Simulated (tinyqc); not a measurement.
A ladder of methods, and size consistency: correlation methods against full CI in the sto-3g basis, for BeH2, spin multiplicity 1. Computed by the program tinyqc with PySCF. All electrons correlated; +Q is the Davidson correction (1 - c0^2) E_corr. The last columns treat two copies 100 angstrom apart as one system. FCI is the lowest singlet.

Geometry (angstrom):
```
atom       x        y       z
Be    0.0000   0.0000  0.0000
H     0.0000   1.5130  0.0000
H     0.0000  -1.5130  0.0000
```

RHF energy of one = -15.528940 hartree

Correlation energies (hartree):
```
method   E_corr of one  share of FCI (%)  E_corr of two at 100 angstrom  two minus twice one (mhartree)
MP2           -0.02832            63.438                       -0.05664                           0.000
CISD          -0.04335            97.106                       -0.08365                           3.046
CISD+Q        -0.04499           100.777                       -0.08932                           0.655
CCSD          -0.04403            98.632                       -0.08806                           0.000
CCSD(T)       -0.04435            99.340                       -0.08869                           0.000
FCI           -0.04464           100.000                              -                               -
```

What does the comparison show, and why?

MP2 recovers 63 %, CISD 97.1 % and CCSD 98.6 % of the FCI value (c0^2 = 0.962 in CISD). MP2 and coupled cluster are size consistent, so their last column vanishes; CISD loses 3.05 mhartree, since a double excitation on each copy is a quadruple of the pair, and the Davidson correction leaves +0.65.
